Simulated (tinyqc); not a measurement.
## Off-state leakage of single and stacked transistors: subthreshold current against the height of the stack

n-channel devices of unit width. Subthreshold current I(Vg, Vs, Vd) = I0 (T/300 K)^0.5 exp[(Vg - Vs - VT(T) - gb (Vs - Vb) + dd (Vd - Vs))/(nf Vt)] (1 - exp(-(Vd - Vs)/Vt)), VT(T) = VT - cT (T - 300 K). Gate-edge tunnelling Ig (Vd/1 V) exp(ag (Vd - 1 V)), for a gate at 0 V, and band-to-band leakage Ab u exp(-Bb/u), u = Vd - Vb + 1 V, flow at a drain held at V; both are taken as independent of T. In a stack of off transistors (all gates at 0 V) the same subthreshold current passes through each.

All n gates at 0 V, bottom source at 0 V, top drain at V; node voltages follow from equal currents.

Values chosen for this exercise; values of the order met in bulk silicon logic transistors: temperature T = 358 K; supply voltage V = 0.7 V; threshold at 300 K, zero drain and body bias VT = 0.37 V; fall of the threshold with temperature cT = 0.9 mV/K; current at threshold at 300 K I0 = 0.51 uA/um; slope factor nf = 1.22; drain-induced lowering per volt dd = 0.07; rise of the threshold per volt of source-body bias gb = 0.22; body voltage Vb = -0.3 V.

Constants: q = 1.602176634e-19 C, kB = 1.380649e-23 J/K, Vt = kB T/q. Results are converted to the units shown.

Result of one run:
```
n	I (nA/um)	reduction factor	drain voltage of the bottom device (mV)	source voltage of the top device (mV)	voltage across the top device (V)
3	0.0094590	8.0695	17.923	60.922	0.63908
```

What becomes of these results when the number of transistors in series n is changed from 3 to 6, all else the same?

Result of the changed run:
```
n	I (nA/um)	reduction factor	drain voltage of the bottom device (mV)	source voltage of the top device (mV)	voltage across the top device (V)
6	0.0040211	18.982	6.5514	85.879	0.61412
```

The whole series:
```
n	I (nA/um)	reduction factor	drain voltage of the bottom device (mV)	source voltage of the top device (mV)	voltage across the top device (V)
1	0.076329	1.0000	700.00	0	0.70000
2	0.017061	4.4739	43.714	43.714	0.65629
3	0.0094590	8.0695	17.923	60.922	0.63908
4	0.0065266	11.695	11.348	71.749	0.62825
5	0.0049776	15.335	8.3070	79.654	0.62035
6	0.0040211	18.982	6.5514	85.879	0.61412
```

The second transistor cuts the current by a factor of 4.47, the third by a further 1.80 and the sixth by 1.24. The top device keeps 87.7 % of the supply at n = 6, while the drain voltage of the bottom one falls to 0.212 Vt.

Program tinyqc, `OMP_NUM_THREADS=1 python tinyqc.py 2242039 2242040 out.jsonl`; Intel Xeon 2.30GHz, shared host, one thread, about 0.03 s.
